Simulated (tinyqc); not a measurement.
On-chip interconnect, size-dependent resistivity and RC delay: two steps of the calculation.

A rectangular line between two neighbours and two ground planes. Surface and grain-boundary scattering are added to the bulk resistivity as corrections; capacitances are parallel-plate values without fringing; inductance is ignored.

Inputs (values chosen for the exercise); metal values close to those of copper: bulk resistivity rho0 = 1.66 uohm cm; bulk mean free path lam = 39.9 nm; specular share of surface scattering ps = 0; reflection coefficient of grain boundaries Rg = 0.57; grain size over the metal width gr = 1.5; drawn line width wd = 9.2 nm; aspect ratio, height over width AR = 1.4; liner on both walls and the bottom, not conducting tl = 1.8 nm; space to the neighbouring lines sp = 11 nm; dielectric height to the planes above and below hd = 17 nm; relative permittivity of the dielectric ek = 4.2; Miller factor of the neighbours Mf = 1; driver resistance Rd = 6000 ohm; time step dt = 180 ps.

Constants: eps0 = 8.8541878128e-12 F/m. Results are converted to the units shown.

Task 1. Resistivity, resistance and capacitance per length. Metal width x = wd - 2 tl, height y = AR wd - tl; grain boundaries (Mayadas-Shatzkes): al = (lam/(gr x)) Rg/(1 - Rg), g = 1/[1 - 3 al/2 + 3 al^2 - 3 al^3 ln(1 + 1/al)] - 1; surfaces (Fuchs-Sondheimer, thick limit): s = (3/8) lam (1 - ps)(1/x + 1/y); rho = rho0 (1 + g + s); r = rho/(x y); c = eps0 ek (2 wd/hd + 2 Mf AR wd/sp).

Find: x; y; al; g; s; rho; r; c.

Result 1.

x = 5.6000 nm
y = 11.080 nm
al = 6.2965
g = 8.4569
s = 4.0223
rho = 22.375 uohm cm
r = 3606.1 ohm/um
c = 0.12734 fF/um

Task 2. Node voltages after a time step. A 1 V step is applied behind Rd at t = 0. C dv/dt = -G v + b, with G the conductance matrix of the ladder (1/Rs between neighbours, 1/Rd added at node 0) and b = (1 V/Rd, 0, ...). Backward Euler step: (C/dt + G) v(new) = (C/dt) v + b.

Rs = 39066.559 ohm

```
node      C (fF)  v at t = 0 (V)
0     0.68974028               0
1      1.3794806               0
2      1.3794806               0
3      1.3794806               0
4      1.3794806               0
5      1.3794806               0
6      3.8897403               0
```

Find: v at t = 1 dt.

Result 2.

v at t = 1 dt, node 0 to 6 (V): 0.91983  0.53557  0.31165  0.18104  0.10463  0.05954  0.03229

Range of the model: The metal width is under the mean free path, where the thick-limit surface term and the simple sum of corrections lose accuracy.

Numbers from tinyqc (`OMP_NUM_THREADS=1 python tinyqc.py 2100117 2100118 out.jsonl`; about 0.01 s on one thread of a shared Intel Xeon 2.30GHz).
